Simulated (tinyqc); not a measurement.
# Convergence with the mesh

Model: Born-von Karman spring model of a cubic crystal with one atom per cell. Computed by tinyqc, a small Python program. Command: `OMP_NUM_THREADS=1 python tinyqc.py 3022509 3022510 out.jsonl springs sweep`. One thread of a shared host (Intel(R) Xeon(R) Processor @ 2.30GHz), about 0.2 s of CPU time with the checks.

First neighbours lie at a/2 (1,1,1) (8 of them), second at a (1,0,0) (6), with all permutations and signs; the volume per atom is Omega = a^3/2. Two shells of springs match a real metal only roughly, above all at the zone boundary.

Inputs (values chosen for the exercise, modelled on iron):
```
quantity                value           unit
atomic mass M           55.85              u
radial spring k1L        3.16  eV/angstrom^2
transverse spring k1T  -0.096  eV/angstrom^2
radial spring k2L        0.96  eV/angstrom^2
transverse spring k2T    0.02  eV/angstrom^2
temperature T             400              K
```

Lattice: bcc.

Constants: nu for 1 eV/(angstrom^2 u) = 15.6333042 THz; h x 1 THz = 4.135667696 meV; k_B = 8.617333262e-05 eV/K; hbar^2/u = 4.18015928e-03 eV angstrom^2.

Method:
- A neighbour at R with unit vector n couples by the matrix K(R) = kL n n^T + kT (1 - n n^T), and D(q) = (1/M) sum_R K(R) [1 - cos(q.R)].
- An eigenvalue lambda of D in eV/(angstrom^2 u) gives nu = 15.6333042 THz x sqrt(lambda).
- Mesh: q = sum_i (m_i + 1/2)/n b_i, m_i = 0..n-1, with b = [[0, 1, 1], [1, 0, 1], [1, 1, 0]] in 2 pi/a; sums are averages over the n^3 points, per atom.
- With x = h nu/(k_B T) and n = 1/(exp(x) - 1) for each mode: F = k_B T [x/2 + ln(1 - exp(-x))], U = k_B T x (n + 1/2), S/k_B = x n - ln(1 - exp(-x)), C/k_B = x^2 n (n + 1).
- <u_x^2> = (1/3) sum over modes of hbar^2/(2 M h nu) coth(x/2); zero-point energy = sum h nu/2. <u_x^2> converges slowly with the mesh, from below, with an error of order 1/n.

One run for each value:
```
mesh divisions n  <u_x^2> (angstrom^2)  heat capacity C (k_B/atom)  entropy S (k_B/atom)  zero-point energy (meV/atom)
2                            0.0037912                      2.8488                3.8115                        40.668
3                            0.0047141                      2.8499                3.9905                        39.469
4                            0.0052217                      2.8499                4.0429                        39.229
6                            0.0056935                      2.8499                4.0687                        39.144
8                            0.0059038                      2.8499                4.0741                        39.132
12                           0.0061004                      2.8499                4.0766                        39.128
16                           0.0061957                      2.8499                4.0772                        39.128
```

Over the rows, <u_x^2> (angstrom^2) rises from 0.00379 to 0.00620 (exponent d ln y / d ln x 0.54 between the first rows and 0.054 between the last); heat capacity C (k_B/atom) rises from 2.8488 to 2.8499, flat over part of the range; entropy S (k_B/atom) rises from 3.81 to 4.08 (exponent d ln y / d ln x 0.11 between the first rows and 4.9e-4 between the last). Against the finest mesh, the coarsest misses by 39 % in <u_x^2>, 0.04 % in C, 6.5 % in S, 3.9 % in the zero-point energy. <u_x^2> converges slowest, since it weights each mode by 1/nu to 1/nu^2 and so the long waves near G.

Caution (rows 2, 3): the mesh is too coarse for this temperature: four more divisions change S by over 1 %.

Extremes, crossings and ranges named in words are read from the listed rows.
